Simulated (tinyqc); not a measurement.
Quasi-harmonic thermal expansion with mode Grueneisen parameters: one step, computed by the program tinyqc.

A crystal with two atoms a cell; per atom there are 1 transverse acoustic (TA), 1/2 longitudinal acoustic (LA) and 3/2 optical (O) modes. Every frequency of group i scales as nu_i (V/V0)^(-gamma_i). The acoustic groups have Debye spectra, density 3 nu^2/nu_i^3 up to nu_i (40 Gauss-Legendre points); the optical group has one frequency. Static energy: E = (9 V0 B0/16) [y^3 B' + y^2 (2 - 4 y)], y = (V0/V)^(2/3) - 1, with pressure P_s = (3 B0/2) (z^7 - z^5) [1 + (3/4)(B' - 4)(z^2 - 1)], z = (V0/V)^(1/3).

Question. Properties at the equilibrium volume. For a mode with x = h nu/(k_B T), n = 1/(exp(x) - 1): U = h nu (n + 1/2), C/k_B = x^2 n (n + 1); U_i and C_i sum these over group i with its weight per atom. Phonon pressure P_ph = sum_i gamma_i U_i/V. B_T = -V d(P_s + P_ph)/dV at fixed T (central difference, step 1e-4 V); alpha_V = sum gamma_i C_i k_B/(B_T V), all at V(T); the linear coefficient is alpha_L = alpha_V/3. C_P - C_V = alpha_V^2 B_T V T; the optical frequency is nu_O (V/V0)^(-gamma_O).

Inputs (values chosen for the exercise, for a model crystal):
```
quantity                       value             unit
static volume V0                13.8  angstrom^3/atom
static bulk modulus B0          42.4              GPa
static B'                       3.89                -
frequency nu_TA                 2.45              THz
frequency nu_LA                 6.05              THz
frequency nu_O                  6.98              THz
Grueneisen parameter gamma_TA     -1                -
Grueneisen parameter gamma_LA    1.8                -
Grueneisen parameter gamma_O     1.7                -
temperature T                    300                K
```

Acoustic groups: Debye.

volume V(T) = 14.07377 angstrom^3/atom

Constants: h x 1 THz = 4.135667696 meV; k_B = 8.617333262e-05 eV/K; 1 eV/angstrom^3 = 160.2176634 GPa.

Give: volume change from V0; isothermal bulk modulus B_T; linear expansion coefficient; C_V; C_P - C_V; optical frequency at V(T).

Answer.

volume change from V0 = 1.984 %

isothermal bulk modulus B_T = 40.34 GPa

linear expansion coefficient = 17.72 ppm/K

C_V = 2.833 k_B/atom

C_P - C_V = 0.03486 k_B/atom

optical frequency at V(T) = 6.751 THz
